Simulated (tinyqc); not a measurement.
Crystallisation kinetics and data retention of a phase-change cell: one step of the calculation.

Johnson-Mehl-Avrami-Kolmogorov law X = 1 - exp(-y^n), y = integral of k dt, k = (1/100 s) exp[-(Ec q/kB)(1/T - 1/T1)].

Question. A heating ramp. T rises at the rate b. Start with y = k (kB Ta^2/(q Ec))/b, the integral from cold to Ta to leading order; over each step k is taken as exponential in T, so y gains (dT/b)(k2 - k1)/ln(k2/k1). dX/dt = n y^(n - 1) k exp(-y^n), listed as 0 once y^n exceeds 23.

Inputs (values chosen for the exercise); values of the order of Ge-Sb-Te and related chalcogenides: activation energy of crystallisation Ec = 2.12 eV; temperature at which the rate k is 1/(100 s) T1 = 434 K; Avrami exponent n = 4; heating rate b = 10 K/min; start of the ramp table Ta = 404 K; step of the table dT = 6 K; steps m = 10.

Constants: q = 1.602176634e-19 C, kB = 1.380649e-23 J/K. Results are converted to the units shown.

Wanted: T; k; y; X; dX/dt.

Answer.

T, point 0 to 10 (K): [404, 410, 416, 422, 428, 434, 440, 446, 452, 458, 464]
k, point 0 to 10 (1/s): [1.4856e-4, 3.6218e-4, 8.6057e-4, 0.0019951, 0.0045174, 0.010000, 0.021662, 0.045959, 0.095581, 0.19500, 0.39057]
y, point 0 to 10: [0.0059137, 0.014544, 0.035275, 0.083848, 0.19495, 0.44333, 0.98647, 2.1493, 4.5890, 9.6087, 19.745]
X, point 0 to 10: [1.2231e-9, 4.4738e-8, 1.5483e-6, 4.9426e-5, 0.0014435, 0.037893, 0.61209, 1.0000, 1.0000, 1.0000, 1.0000]
dX/dt, point 0 to 10 (1/s): [1.2290e-10, 4.4565e-9, 1.5109e-7, 4.7040e-6, 1.3370e-4, 0.0033533, 0.032266, 9.8364e-10, 0, 0, 0]

Range of the model: One Arrhenius rate is assumed; incubation, growth from the boundary and the non-Arrhenius kinetics of the supercooled liquid are left out.

Computed by the program tinyqc: `OMP_NUM_THREADS=1 python tinyqc.py 2490147 2490148 out.jsonl`, one thread of a shared Intel Xeon 2.30GHz, about 0.04 s for the whole run.
